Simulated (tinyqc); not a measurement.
Ellipsometry and reflectance of a transparent film on an absorbing substrate: one step of the calculation.

Air (index 1), film, substrate with N2 = n2 - i k2; time factor exp(+i w t). q_j = sqrt(N_j^2 - sin^2 th), root with positive real part. Fresnel coefficients r_s = (q_a - q_b)/(q_a + q_b), r_p = (N_b^2 q_a - N_a^2 q_b)/(N_b^2 q_a + N_a^2 q_b). tan(Psi) exp(i Delta) = R_p/R_s, Delta taken from 0 to 360 degrees.

Task. Psi, Delta and reflectances. beta = 2 pi d q1/lam, X = exp(-2 i beta), R = (r01 + r12 X)/(1 + r01 r12 X) for p and s.

Values chosen for this exercise: wavelength lam = 632.8 nm; film thickness d = 200 nm.

q1 = 1.8118109
r01,p = -0.11959129
r01,s = -0.68240764
r12,p = 0.27012670-0.00212741i
r12,s = -0.35042299+0.00228028i

Wanted: beta; X; R_p; R_s; Psi; Delta; |R_p|^2; |R_s|^2.

Result.

beta = 3.5980 rad
X = 0.61159-0.79118i
R_p = 0.03903-0.22033i
R_s = -0.79993+0.11051i
Psi = 15.488 degrees
Delta = 107.91 degrees
|R_p|^2 = 0.050069
|R_s|^2 = 0.65210

The bare substrate gives Psi = 10.57 and Delta = 179.23 degrees.

Computed by the program tinyqc: `OMP_NUM_THREADS=1 python tinyqc.py 2870215 2870216 out.jsonl`, one thread of a shared Intel Xeon 2.30GHz, about 0.3 s for the whole run.
